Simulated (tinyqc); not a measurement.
Scan in temperature at fixed frequency: admittance spectroscopy and thermally stimulated current of one trap level in a depletion layer. Computed by tinyqc, a small Python program. Command: `OMP_NUM_THREADS=1 python tinyqc.py 3113453 3113454 out.jsonl admit walk`. One thread of a shared host (Intel(R) Xeon(R) Processor @ 2.30GHz), about 0.01 s of CPU time with the checks.

A Schottky junction on n-type material holds one donor-like electron trap; shallow donors are fully ionised and abrupt depletion edges are assumed.

Inputs (values chosen for the exercise, modelled on n-type 4H-SiC):
```
quantity,value,unit
dielectric constant eps,9.69,-
density-of-states mass m,0.776,m_0
shallow doping N,9e+16,1/cm^3
trap density N_t,2.7e+15,1/cm^3
trap depth E_t below the band,0.436,eV
capture cross section sigma,6.7e-17,cm^2
band bending V_b,1.9,V
test frequency f,200,Hz
```

Constants: k_B = 1.380649e-23 J/K; m_0 = 9.1093837015e-31 kg; h = 6.62607015e-34 J s; k_B = 8.617333262e-05 eV/K; eps_0 = 8.8541878128e-12 F/m; e = 1.602176634e-19 C.

Method:
- N_c = 2 (2 pi m k_B T/h^2)^(3/2), v_th = sqrt(3 k_B T/m), emission rate e_n = sigma v_th N_c exp(-E_t/(k_B T)).
- Where the level crosses the Fermi level capture equals emission, so the trap follows the signal with the rate 2 e_n; G/omega peaks at omega = 2 e_n (the correction for large N_t/N is left out).
- Solve 2 e_n(T_p) = 2 pi f.
- With E_c - E_F = k_B T_p ln(N_c/N): lambda = sqrt(2 eps eps_0 (E_t - (E_c - E_F))/(e^2 N)); traps are empty and charged for x < x_t = w - lambda, and V_b = e (N w^2 + N_t x_t^2)/(2 eps eps_0). High frequency: C_hf = eps eps_0/w. Low frequency: C_lf = eps eps_0 (N + N_t)/(N w + N_t x_t).
- With x = omega/(2 e_n): C = C_hf + (C_lf - C_hf)/(1 + x^2), G/omega = (C_lf - C_hf) x/(1 + x^2); C_hf and C_lf are held at their values at T_p.

peak temperature T_p = 297.808 K

C_hf = 57.3653 nF/cm^2

C_lf = 58.0424 nF/cm^2

Admittance:
```
T (K),omega/(2 e_n),C (nF/cm^2),G/omega (nF/cm^2)
262.1,13.067,57.369,0.05152
274.0,5.170,57.390,0.12624
282.9,2.713,57.446,0.21973
291.9,1.468,57.580,0.31504
297.8,1.001,57.704,0.33855
303.8,0.687,57.825,0.31608
312.7,0.404,57.947,0.23511
324.6,0.207,58.015,0.13446
339.5,0.096,58.036,0.06409
```

What follows from these numbers?

The peak of G/omega is half the step, 0.339 nF/cm^2. Its full width is near 2 ln(2 + sqrt3) k_B T_p^2/(E_t + 2 k_B T_p) = 41.3 K.

Extremes, crossings and ranges named in words are read from the listed rows.
